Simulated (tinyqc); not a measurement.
# Bandgap voltage reference from two bipolar transistors: output against temperature

Two transistors of area 1 and N carry the same current I. Is(T) = Is (T/T0)^eta exp[(Vg0 q/kB)(1/T0 - 1/T)], VBE1 = Vt ln(I/Is(T)) + I rb, VBE2 = Vt ln(I/(N Is(T))) + I rb/N. The amplifier forces I R1(T) = VBE1 - VBE2 + Vos, with R(T) = R (1 + tc (T - T0)) for both resistors, and the output is Vref = VBE1 + I R2(T). Base currents and the Early effect are neglected.

Vt = kB T/q; I = (Vt ln N + Vos)/(R1(T) - rb (1 - 1/N)).

Values chosen for this exercise; values of the order met in silicon bipolar transistors:
- T0 = 300 K (reference temperature)
- Vg0 = 1.174 V (band-gap voltage extrapolated to 0 K)
- eta = 3.4 (temperature exponent of the saturation current)
- Is = 5.9e-18 A (saturation current of the unit transistor at T0)
- N = 8 (area ratio of the second transistor)
- R1 = 2.9 kohm (resistor across which the difference of VBE falls, at T0)
- tc = -1500 ppm/K (temperature coefficient of both resistors)
- Vos = 0 mV (offset of the amplifier)
- rb = 23 ohm (series resistance of the unit transistor)
- R2 = 26.13 kohm (output resistor at T0)

Constants: q = 1.602176634e-19 C, kB = 1.380649e-23 J/K. Results are converted to the units shown.

Result of one run:
```
I (uA)  VBE1 (V)  I R2 (V)  Vref (V)  Vref - Vref(T0) (mV)  dVref/dT (uV/K)
13.17     0.8507    0.3786     1.229                -3.045            61.49
```

Which temperature T gave this result: 218, 233, 273, 323 or 423 K?

T = 233 K.

The whole series:
```
T (K)  I (uA)  VBE1 (V)  I R2 (V)  Vref (V)  Vref - Vref(T0) (mV)  dVref/dT (uV/K)
218     12.07    0.8741    0.3542     1.228                -4.034            70.59
233     13.17    0.8507    0.3786     1.229                -3.045            61.49
253     14.70    0.8192    0.4112     1.230                -1.924            50.93
273     16.32    0.7875    0.4437     1.231               -0.9970            42.00
298     18.49    0.7477    0.4845     1.232              -0.06518            32.91
323     20.82    0.7077    0.5253     1.233                0.6657            25.90
348     23.35    0.6674    0.5661     1.234                 1.246            20.85
373     26.09    0.6270    0.6070     1.234                 1.724            17.68
398     29.07    0.5866    0.6479     1.234                 2.145            16.35
423     32.33    0.5460    0.6888     1.235                 2.557            16.89
```

VBE1 falls by 1.60 mV/K on average and I R2 rises by 1.63 mV/K. Between 233 and 398 K Vref spans 5.19 mV, or 25.5 ppm/K by the box method (span over the average over T, over 165 K).

Program tinyqc, `OMP_NUM_THREADS=1 python tinyqc.py 2062208 2062209 out.jsonl`; Intel Xeon 2.30GHz, shared host, one thread, about 0.03 s.
